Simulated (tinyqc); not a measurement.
Transmission spectrum against simple models: phonon transmission through an interface between two chains by Green functions. Computed by tinyqc, a small Python program. Command: `OMP_NUM_THREADS=1 python tinyqc.py 3008338 3008339 out.jsonl agf walk`. One thread of a shared host (Intel(R) Xeon(R) Processor @ 2.30GHz), about 0.01 s of CPU time with the checks.

Two semi-infinite chains (masses m_1, m_2; springs k_1, k_2), motion along the chain. The central region holds the end atom of each chain, joined by springs k_b. lambda = omega^2 in eV/(angstrom^2 u); nu = 15.6333042 THz x sqrt(lambda).

Inputs (values chosen for the exercise, for two model chains):
```
quantity                          value           unit
mass m_1                           28.3              u
spring k_1                         3.39  eV/angstrom^2
mass m_2                             26              u
spring k_2                         2.68  eV/angstrom^2
junction spring k_b               0.639  eV/angstrom^2
probe frequency / lower band top   0.48              -
```

Atoms in the interlayer: none.

Constants: nu for 1 eV/(angstrom^2 u) = 15.6333042 THz.

Method:
- nu_max = 15.6333042 THz x 2 sqrt(k/m); impedance Z = sqrt(k m); long-wave transmission 4 Z_1 Z_2/(Z_1 + Z_2)^2; the probe frequency is the given share of the lower band top.
- In chain i, sin(q_i a/2) = nu/nu_max,i. An outgoing wave makes the next atom move as exp(i q_i a) times the end atom, so the lead adds the self-energy Sigma_i = -k_i exp(i q_i a) to the force-constant matrix; Gamma_i = -2 Im Sigma_i = 2 k_i sin(q_i a).
- A = lambda M - K - Sigma over the central atoms, with K_ii the sum of the springs at i, K_(i,i+1) = -k_b; G = inverse of A; transmission = Gamma_1 Gamma_2 |G_(first,last)|^2.
- Long-wave value 4 Z_1 Z_2/(Z_1 + Z_2)^2. Continuum estimate, with omega = sqrt(lambda): a massless extra compliance c = 1/k_b - 1/(2 k_1) - 1/(2 k_2), tau = long-wave value/[1 + (omega c Z_1 Z_2/(Z_1 + Z_2))^2].

band top of chain 1 = 10.8215 THz

band top of chain 2 = 10.0383 THz

long-wave transmission = 0.993636

Z_1 = 9.79474 sqrt(eV u)/angstrom

Z_2 = 8.34745 sqrt(eV u)/angstrom

Transmission:
```
nu/nu_top  nu (THz)  Green function  long-wave value  continuum estimate
0.05         0.5019         0.96303          0.99364             0.96309
0.15         1.5057         0.76940          0.99364             0.77298
0.25         2.5096         0.53956          0.99364             0.55419
0.35         3.5134         0.36087          0.99364             0.38902
0.45         4.5172         0.23859          0.99364             0.27839
0.55         5.5211         0.15670          0.99364             0.20538
0.65         6.5249         0.10099          0.99364             0.15622
0.75         7.5287         0.06204          0.99364             0.12212
0.85         8.5326         0.03393          0.99364             0.09774
0.92         9.2353         0.01855          0.99364             0.08465
0.98         9.8376         0.00671          0.99364             0.07536
```

What does the comparison show, and why?

The transmission starts at the impedance value 0.994 and vanishes at the lower band top, 10.04 THz, above which chain 2 has no states. It first falls below half of that value at nu/nu_top = 0.35. The continuum estimate is within 0.05 up to nu/nu_top = 0.55; it leaves out dispersion.
